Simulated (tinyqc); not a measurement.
# Polycrystalline film, grain-boundary barriers (Seto model), step by step

tinyqc, about 0.01 s, one thread, Intel Xeon 2.30GHz (shared host): `OMP_NUM_THREADS=1 python tinyqc.py 2610046 2610047 out.jsonl` Printed values are rounded.

One-dimensional grains of size Lg with donors N; each boundary has Qt acceptor-like traps per area at one level Et below the band edge. Trapped electrons qt deplete a width w = qt/N (both sides together) and raise a barrier Vb = q N w^2/(8 eps0 eps_r). Current crosses the barriers by thermionic emission at small bias. Abrupt depletion, full ionisation, Boltzmann statistics.

Parameters, values chosen for the exercise; values close to those of polycrystalline silicon: temperature T = 400 K; relative permittivity of the semiconductor eps_r = 11.7; grain size Lg = 30 nm; trap density at a boundary Qt = 3.2e12 cm^-2; donor density N = 6.9e17 cm^-3; mobility inside a grain mg = 350 cm^2/(V s); collection velocity at the barrier vc = 9.3e6 cm/s; conduction-band density of states at T Nc = 4.31e19 cm^-3; trap level below the band edge Et = 0.6 eV.

Constants: q = 1.602176634e-19 C, kB = 1.380649e-23 J/K, Vt = kB T/q, eps0 = 8.8541878128e-14 F/cm where lengths are in cm. Results are converted to the units shown.

## Critical doping and limits of the barrier

N* = Qt/Lg; fully depleted grains have Vb = q N Lg^2/(8 eps0 eps_r), filled traps Vb = q Qt^2/(8 eps0 eps_r N); the true barrier cannot exceed the smaller.

N* = 1.066667e18 cm^-3
Vb, fully depleted = 0.1200542 V
Vb, traps filled = 0.2869041 V

## Barrier, resistivity and effective mobility

Partly depleted grains: the density at the grain centre is n0 = N and qt = Qt/(1 + 2 (Nc/N) exp((Vb - Et)/Vt)). If that gives qt >= N Lg, the grains are fully depleted: qt = N Lg, w = Lg and n0 = 2 Nc exp((Vb - Et)/Vt)/(Qt/(N Lg) - 1). Resistivity: barriers rb = Vt exp(Vb/Vt)/(q n0 vc Lg), grain interior rg = (1 - w/Lg)/(q mg N); effective mobility 1/(q N (rb + rg)).

qt = 2.07e12 cm^-2
w = 30 nm
Vb = 0.1200542 V
n0 = 1.416930e14 cm^-3
rb = 1771.685 ohm cm
rg = 0 ohm cm
effective mobility = 0.005105686 cm^2/(V s)

The grains are fully depleted, 64.7 % of the traps are filled and the barriers give 100 % of the resistivity.
